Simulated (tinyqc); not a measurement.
Worked calculation: geometry optimisation on the B3LYP (VWN-RPA form)/sto-3g surface (energies and gradients from PySCF), for H2, spin multiplicity 1. Computed by tinyqc, a small Python program that keeps every step (integrals from PySCF). Settings: charge = 0, multiplicity = 1, basis = sto-3g, functional = b3lyp, optimiser = sd, first Hessian = 0.15, largest step = 0.5, iteration cap = 30. Command: `OMP_NUM_THREADS=1 python tinyqc.py 26138 26139 out.jsonl` (the two numbers bound the seeds that draw the settings). One thread of a shared host (Intel(R) Xeon(R) Processor @ 2.60GHz), about 4 s of CPU time with the checks.

positions at the start (bohr), order 1H, 2H:
$$\begin{pmatrix}
0.00000 & 0.00000 & 0.00000 \\
0.00000 & 0.00000 & 1.54202
\end{pmatrix}$$

Stop when the largest gradient component is below 3e-5 hartree/bohr.

Course of the optimisation:
```
step  E (hartree)  largest gradient (hartree/bohr)
1      -1.1598121                         6.33e-02
2      -1.0189450                         7.67e-01
3      -1.1598121                         6.33e-02
4      -1.0189450                         7.67e-01
5      -1.1598121                         6.33e-02
6      -1.0189450                         7.67e-01
7      -1.1598121                         6.33e-02
8      -1.0189450                         7.67e-01
9      -1.1598121                         6.33e-02
10     -1.0189450                         7.67e-01
11     -1.1598121                         6.33e-02
12     -1.0189450                         7.67e-01
13     -1.1598121                         6.33e-02
14     -1.0189450                         7.67e-01
15     -1.1598121                         6.33e-02
16     -1.0189450                         7.67e-01
17     -1.1598121                         6.33e-02
18     -1.0189450                         7.67e-01
19     -1.1598121                         6.33e-02
20     -1.0189450                         7.67e-01
21     -1.1598121                         6.33e-02
22     -1.0189450                         7.67e-01
23     -1.1598121                         6.33e-02
24     -1.0189450                         7.67e-01
25     -1.1598121                         6.33e-02
26     -1.0189450                         7.67e-01
27     -1.1598121                         6.33e-02
28     -1.0189450                         7.67e-01
29     -1.1598121                         6.33e-02
30     -1.0189450                         7.67e-01
```

Can the last value be used, and what does the course show?

Not by the stop rule. Not converged within 30 steps: the energy rises at some steps, so steps overshoot. Reruns: method bfgs, first Hessian 0.6, largest step 0.3: converged in 5 (E = -1.16554).
